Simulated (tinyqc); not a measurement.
Transfer-length model of a contact: two steps of the calculation.

A metal contact of length d and width W on a thin layer of the same width. The metal has no resistance, the sheet resistance under it equals Rsh, and current enters the layer at the front edge x = 0.

Values chosen for this exercise: specific contact resistivity rc = 1.4e-8 ohm cm^2; contact length d = 0.41 um; contact width W = 1.6 um.

Problem 1. Straight-line fit. Pairs of such contacts at gaps L have R_T = Rsh L/W + 2 Rc. The values of R_T were made from Rsh and rc with a random scatter of 1 % and are treated as data. Least squares: slope = sum (L - mean L)(R_T - mean R_T)/sum (L - mean L)^2, intercept = mean R_T - slope mean L. Rsh = slope W, Rc = intercept/2, and A = Rc/slope is half the distance from the origin to the zero of the line.

```
gap  L (um)  R_T (ohm)
1      0.71     20.404
2       1.1     26.487
3       1.8     38.584
4       2.8     55.436
5       4.5     84.899
6       7.2     130.58
```

Give: slope; intercept; Rsh; Rc; A.

Solution 1.

slope = 17.034 ohm/um
intercept = 7.9831 ohm
Rsh = 27.255 ohm/sq
Rc = 3.9916 ohm
A = 0.23432 um

Problem 2. Contact resistivity. rc = Rsh Lt^2. Short cuts: Rsh A^2 (long contact, Lt = A) and Rc W d (short contact, even current).

Rsh = 27.254890 ohm/sq
Rc = 3.9915595 ohm
A = 0.23432474 um
converged Lt = 0.22279973 um

Find: rc; Rsh A^2; Rc W d.

Solution 2.

rc = 1.3529e-8 ohm cm^2
Rsh A^2 = 1.4965e-8 ohm cm^2
Rc W d = 2.6185e-8 ohm cm^2

The extracted rc is 3.4 % below the value 1.4e-8 ohm cm^2 that made the data.

Computed by the program tinyqc: `OMP_NUM_THREADS=1 python tinyqc.py 2760147 2760148 out.jsonl`, one thread of a shared Intel Xeon 2.30GHz, about 0.01 s for the whole run.
